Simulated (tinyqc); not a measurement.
Worked calculation: Hubbard ring of 6 sites. Computed by tinyqc, a small Python program that keeps every step. Settings: hopping = 1.56, U = 10.6, mixing = 1, iteration cap = 62. Command: `OMP_NUM_THREADS=1 python tinyqc.py 20355 20356 out.jsonl` (the two numbers bound the seeds that draw the settings). One thread of a shared host (Intel(R) Xeon(R) Processor @ 2.60GHz), about 0.3 s of CPU time with the checks. Later iterations appear only in the table of the cycle.

## Mean-field iteration 1

one-body matrix (hopping and site energies) (eV):
```
          1         2         3         4         5         6
1  -0.41000  -1.56000   0.00000   0.00000   0.00000  -1.56000
2  -1.56000   0.62000  -1.56000   0.00000   0.00000   0.00000
3   0.00000  -1.56000   0.50000  -1.56000   0.00000   0.00000
4   0.00000   0.00000  -1.56000  -0.99000  -1.56000   0.00000
5   0.00000   0.00000   0.00000  -1.56000   0.64000  -1.56000
6  -1.56000   0.00000   0.00000   0.00000  -1.56000  -0.21000
```

U = 10.60000 eV

electrons, up and down: 3  3

mixing = 1

n(up) at the start (a guess, not normalised): 1 0.55000, 2 0.45000, 3 0.55000, 4 0.45000, 5 0.55000, 6 0.45000

n(down) at the start (a guess): 1 0.45000, 2 0.55000, 3 0.45000, 4 0.55000, 5 0.45000, 6 0.55000

H(up) = T + U n(down), H(down) = T + U n(up); fill the lowest levels; n(new) = n + mixing (n(out) - n); E = tr T (rho up + rho down) + U sum n_up n_down of the output.

levels, up (eV): 2.11847  3.31393  4.09459  6.56158  7.30468  8.55674

levels, down (eV): 2.00716  3.16494  4.01798  6.73334  7.42583  8.60076

energy = 3.09427 eV

n(up) after iteration 1: 1 0.66851, 2 0.32039, 3 0.54516, 4 0.53031, 5 0.51768, 6 0.41794

n(down) after iteration 1: 1 0.41274, 2 0.58056, 3 0.29382, 4 0.76310, 5 0.26826, 6 0.68152

## Mean-field iteration 2

As before.

levels, up (eV): 1.78477  2.92846  3.20887  7.48256  7.68911  8.85622

levels, down (eV): 2.01918  3.27647  3.62818  7.03108  7.36613  8.62896

energy = 1.07673 eV

n(up) after iteration 2: 1 0.79965, 2 0.19640, 3 0.82188, 4 0.16932, 5 0.83276, 6 0.17999

n(down) after iteration 2: 1 0.23208, 2 0.76286, 3 0.27215, 4 0.69899, 5 0.28997, 6 0.74394

## Mean-field iteration 3

As before.

levels, up (eV): 1.14334  2.26444  3.08560  7.33091  8.51006  9.61565

levels, down (eV): 0.14193  1.09506  2.12053  8.64988  9.65809  10.28450

energy = -1.70821 eV

n(up) after iteration 3: 1 0.91191, 2 0.08952, 3 0.85195, 4 0.20207, 5 0.82288, 6 0.12168

n(down) after iteration 3: 1 0.09310, 2 0.90791, 3 0.06584, 4 0.94787, 5 0.05590, 6 0.92938

## Convergence

Each step fills the lowest levels of T + U n(other spin) and sets n(new) = n + mixing (n(out) - n); stop when output and input agree to 1e-8.

Course of the cycle:
```
iteration      E (eV)  largest |n(out) - n(in)|  mean |n_up - n_down|
1           3.0942717                  2.13e-01               0.25218
2           1.0767257                  3.61e-01               0.55336
3          -1.7082111                  2.49e-01               0.79063
4          -2.5146407                  1.42e-01               0.89127
5          -2.5688293                  2.02e-02               0.90906
6          -2.5705252                  4.55e-03               0.91243
7          -2.5705678                  4.66e-04               0.91290
8          -2.5705689                  1.02e-04               0.91298
9          -2.5705689                  1.06e-05               0.91300
10         -2.5705689                  2.37e-06               0.91300
11         -2.5705689                  2.68e-07               0.91300
12         -2.5705689                  5.63e-08               0.91300
13         -2.5705689                  6.82e-09               0.91300
```

local moments n_up - n_down: 1 0.91390, 2 -0.91390, 3 0.91294, 4 -0.91078, 5 0.91216, 6 -0.91431

Converged in 13 iterations. Before convergence this energy mixes input and output and is not variational, so it may rise towards its limit.

## Exact diagonalisation (400 states)

Lowest levels of the sector, and the double occupancy of the lowest state.

lowest levels (eV): -3.58415  -2.92241  -2.44967  -2.28237  -2.27960  -2.01015

double occupancy per site = 0.05311

The mean-field solution above lies 1.0136 eV above the exact energy.

## The lowest level by Lanczos steps

From a random start vector (not printed): a_j = <q_j|H|q_j>, b_j = norm of the remainder after orthogonalising; the Ritz value is the lowest eigenvalue of the tridiagonal matrix of a and b so far.

Lanczos:
```
j   a_j (eV)  b_j (eV)  lowest Ritz value (eV)
1   11.99071   9.47273              11.9907098
2   14.25970  10.93290               3.5847827
3   16.45407  12.19391              -0.2384648
4   16.50704   8.77827              -2.5615885
5   16.64586   9.70589              -3.2301278
6   22.39945  10.60953              -3.4093202
7   16.19101  10.13933              -3.4766539
8   13.00077   9.32812              -3.5271370
9   18.55469   9.36798              -3.5620051
10  21.08783   9.19758              -3.5747685
```
